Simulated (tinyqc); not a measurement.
# Square on-chip spiral inductor, lumped pi model: effects of single changes

Outer diameter do = di + 2 n wd + 2 (n - 1) sp, mean da = (do + di)/2, fill p = (do - di)/(do + di), length l = 4 n da. L = 2.34 mu0 n^2 da/(1 + 2.75 p), mu0 = 4 pi 1e-7 H/m. Rs = rho l/(wd delta (1 - exp(-th/delta))), delta = sqrt(rho/(pi f mu0)). Cs = n wd^2 eps0 eo/hu across the coil. At each end Cox = l wd eps0 eo/(2 ho) leads to the substrate branch Rsi = 2 rs he/(l wd) in parallel with Csi = l wd eps0 11.7/(2 he). With one end grounded Y = 1/(Rs + i w L) + i w Cs + 1/[1/(i w Cox) + 1/(1/Rsi + i w Csi)], w = 2 pi f; Q = -Im Y/Re Y. Eddy currents in neighbouring turns and in the substrate are left out.

Parameters, values chosen for the exercise; values of the order met in silicon radio-frequency processes: number of turns n = 2.5; line width wd = 8 um; space between turns sp = 1.5 um; inner diameter di = 100 um; metal thickness th = 3 um; metal resistivity rho = 2.2 uohm cm; oxide below the coil ho = 8.7 um; oxide between coil and underpass hu = 0.6 um; relative permittivity of the oxide eo = 3; substrate resistivity rs = 20 ohm cm; effective spreading depth in the substrate he = 80 um; frequency f = 1.3 GHz.

Constants: eps0 = 8.8541878128e-12 F/m. Results are converted to the units shown.

Each table varies one quantity; the others keep the values above.

## Quality factor against frequency

Apparent inductance Im(1/Y)/w; share of the loss Re(substrate branch)/Re Y.

Quality factor against frequency:

| f (GHz) | Rs (ohm) | w L/Rs | Q | apparent inductance (nH) | loss in the substrate (%) |
|---|---|---|---|---|---|
| 0.64 | 1.785 | 3.373 | 3.370 | 1.498 | 0.02416 |
| 1 | 1.980 | 4.752 | 4.741 | 1.499 | 0.1127 |
| 1.7 | 2.294 | 6.971 | 6.906 | 1.502 | 0.6063 |
| 2.8 | 2.706 | 9.736 | 9.443 | 1.507 | 2.288 |
| 4.6 | 3.269 | 13.24 | 12.17 | 1.522 | 6.509 |
| 7.4 | 4.000 | 17.40 | 14.31 | 1.558 | 14.33 |
| 12 | 4.995 | 22.60 | 14.81 | 1.662 | 27.10 |
| 20 | 6.391 | 29.44 | 11.68 | 2.056 | 45.21 |
| 32 | 8.062 | 37.34 | 4.147 | 4.746 | 62.78 |

What does the table show?

Q goes from 3.37 through a maximum of 14.8 (at f = 12 GHz among the rows listed) to 4.15; the exact peak is 14.9 at 10.5 GHz and Q reaches zero at the self-resonance, 38.2 GHz. The share of the substrate rises from 0.0242 to 62.8 %, and the apparent inductance ends at 3.17 times L. At the peak the substrate takes 22.9 % of the loss. For f = 32 the coil is longer than 0.15 of a wavelength in the oxide, where one lumped section is rough.

## Effect of the number of turns

Same model as above.

Peak Q and its frequency from a search over f; self-resonance where Im Y = 0; Q at the given f (negative beyond resonance).

Results:

| n | L (nH) | do (um) | peak Q | f of the peak (GHz) | self-resonance (GHz) | Q at f |
|---|---|---|---|---|---|---|
| 1.5 | 0.5690 | 125.5 | 17.62 | 27.51 | 81.40 | 3.955 |
| 2.5 | 1.497 | 144.5 | 14.93 | 10.45 | 38.23 | 5.737 |
| 4.5 | 4.665 | 182.5 | 11.45 | 3.161 | 15.54 | 8.316 |
| 5.5 | 6.963 | 201.5 | 10.58 | 2.189 | 11.24 | 9.134 |
| 6.5 | 9.788 | 220.5 | 9.965 | 1.668 | 8.475 | 9.548 |
| 8.5 | 17.19 | 258.5 | 9.087 | 1.125 | 5.185 | 8.900 |

Estimate the missing row, n = 3.5.

Computed row:

| n | L (nH) | do (um) | peak Q | f of the peak (GHz) | self-resonance (GHz) | Q at f |
|---|---|---|---|---|---|---|
| 3.5 | 2.854 | 163.5 | 12.82 | 5.274 | 22.99 | 7.173 |

With this row back in the table: As n goes from 1.5 to 8.5, L rises from 0.569 to 17.2 nH, the peak Q falls from 17.6 to 9.09, its frequency falls from 27.5 to 1.12 GHz and the self-resonance falls from 81.4 to 5.19 GHz.

Program tinyqc, `OMP_NUM_THREADS=1 python tinyqc.py 2302063 2302064 out.jsonl`; Intel Xeon 2.30GHz, shared host, one thread, about 0.01 s.
